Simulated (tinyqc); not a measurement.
Comparisons within one model: two-band k.p model of the X valleys of a zinc-blende crystal. A value that a table varies takes the place of the one given here.

k along the valley axis, counted from X, c = hbar^2/2m0, e = c k^2/ml. H = [[e - D/2, i P k], [-i P k, e + D/2]] with P^2 = D0 c/ml, so E = e -/+ sqrt(D^2/4 + D0 e). For D = 0 (diamond lattice) the bands cross at X.

With x = D/D0: for x < 1 the minima lie at k_m = sqrt(ml D0 (1 - x^2)/(4 c)), the hump at X has the height dE = (D0/4)(1 - x)^2 and the mass at the minimum is ml/(1 - x^2); the mass at X is ml/(1 - 1/x), negative for x < 1. For x > 1 the minimum is at X.

Thermal masses along the axis for one X point, lower band, E from the minimum, on 1601 points from -0.8 to 0.8 1/angstrom: density-of-states mass m_d = c I^2/(pi kT), I = integral of exp(-E/kT) dk; conductivity mass m_c = 2 c kT/<(dE/dk)^2> with central differences.

Constants: hbar^2/2m0 = 3.80998211 eV angstrom^2; kB = 8.617333262e-05 eV/K.

Parameters, chosen for this exercise (of the order of those of GaP; not measured data):

| symbol | value | unit | meaning |
|---|---|---|---|
| D0 | 0.486 | eV | coupling energy |
| ml | 0.871 | m0 | mass along the axis from remote bands |
| D | 0.35 | eV | splitting of the two conduction levels at X |
| T | 20 | K | temperature |

## From the diamond lattice to a polar crystal

D is varied at fixed D0 and ml.

Results:

| x | D (eV) | k_m (1/angstrom) | dE (meV) | mass at the minimum |
|---|---|---|---|---|
| 0.00 | 0.000 | 0.1667 | 121.50 | 0.871 |
| 0.30 | 0.146 | 0.1590 | 59.53 | 0.957 |
| 0.60 | 0.292 | 0.1333 | 19.44 | 1.361 |
| 0.80 | 0.389 | 0.1000 | 4.86 | 2.419 |
| 0.90 | 0.437 | 0.0726 | 1.22 | 4.584 |
| 1.10 | 0.535 | 0.0000 | 0.00 | 9.581 |
| 1.30 | 0.632 | 0.0000 | 0.00 | 3.774 |
| 2.00 | 0.972 | 0.0000 | 0.00 | 1.742 |
| 4.00 | 1.944 | 0.0000 | 0.00 | 1.161 |

At D = 0 the minima lie 0.1667 1/angstrom from X under a cusp of D0/4 = 121 meV, the pattern of silicon. The hump shrinks as (1 - x)^2, faster than k_m, so at x = 0.9 it is only 1.21 meV although k_m is still 44 % of its first value. The mass diverges at x = 1 from both sides (4.58 at 0.9, 9.58 at 1.1), where the band is quartic.

## Temperature

Thermal masses against T.

Results:

| T (K) | kT (meV) | m_d | m_c |
|---|---|---|---|
| 10 | 0.86 | 7.435 | 1.882 |
| 20 | 1.72 | 7.720 | 1.985 |
| 50 | 4.31 | 8.521 | 2.362 |
| 100 | 8.62 | 8.413 | 2.654 |
| 200 | 17.23 | 7.168 | 2.651 |
| 300 | 25.85 | 6.201 | 2.516 |
| 500 | 43.09 | 5.024 | 2.278 |

m_d goes from 7.435 to 5.024 and m_c goes from 1.882 to 2.278; m_d peaks in between, at 8.521 for 50 K among these rows; m_c peaks in between, at 2.654 for 100 K among these rows. The limits are 4 x 1.809 and 1.809 for kT far below dE = 9.51 meV, and ml = 0.871 for both at kT far above D0; near kT = dE the flat region between the minima can push both above the first limit. No single longitudinal mass describes such a valley, so values from cyclotron resonance, donor spectra and carrier densities differ.

## What each parameter does

Shape of the lower band and thermal masses. Each row changes one parameter from the base and keeps the others.

Results:

| case | k_m (1/angstrom) | dE (meV) | m_d (m0) | m_c (m0) |
|---|---|---|---|---|
| base | 0.1156 | 9.514 | 7.720 | 1.985 |
| D = 0.3605 eV | 0.1118 | 8.102 | 8.410 | 2.173 |
| D0 = 0.4714 eV | 0.1100 | 7.816 | 8.463 | 2.191 |
| ml = 0.8971 m0 | 0.1174 | 9.514 | 7.951 | 2.045 |
| T = 19.4 K | 0.1156 | 9.514 | 7.700 | 1.978 |

The largest shifts from the base row, up to three for each result and ties (the steps differ in size, so this ranks the rows, not the parameters). k_m (1/angstrom): D0 -0.0057, D -0.0039, ml +0.0017; unchanged at the printed digits by T. dE (meV): D0 -1.698, D -1.412; unchanged at the printed digits by ml and T. m_d (m0): D0 +0.743, D +0.690, ml +0.231. m_c (m0): D0 +0.205, D +0.188, ml +0.059.

(tinyqc, `OMP_NUM_THREADS=1 python tinyqc.py 1880665 1880666 out.jsonl`, Intel(R) Xeon(R) Processor @ 2.30GHz, 1 thread, shared host, about 0.01 s.)
